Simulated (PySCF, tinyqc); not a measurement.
Worked calculation: RHF in the sto-3g basis, for H4, spin multiplicity 1. The lowest restricted solution is unstable here: a spin-polarised one lies 0.0097 hartree lower (PySCF). One step of it, computed by the program tinyqc.

Problem. Orthogonalisation. S = U s U^T; symmetric (Loewdin) form X = U s^(-1/2) U^T, so that X^T S X = 1.

overlap S, order 1H 1s, 2H 1s, 3H 1s, 4H 1s:
$$\begin{pmatrix}
1.000000 & 0.377563 & 0.029088 & 0.001797 \\
0.377563 & 1.000000 & 0.237197 & 0.029030 \\
0.029088 & 0.237197 & 1.000000 & 0.377069 \\
0.001797 & 0.029030 & 0.377069 & 1.000000
\end{pmatrix}$$

Give: eigenvalues of S; X.

Solution.

eigenvalues of S: [0.5129, 0.6964, 1.2481, 1.5426]

X, order 1H 1s, 2H 1s, 3H 1s, 4H 1s:
$$\begin{pmatrix}
1.0610 & -0.2133 & 0.0243 & -0.0045 \\
-0.2133 & 1.0866 & -0.1395 & 0.0243 \\
0.0243 & -0.1395 & 1.0864 & -0.2129 \\
-0.0045 & 0.0243 & -0.2129 & 1.0609
\end{pmatrix}$$
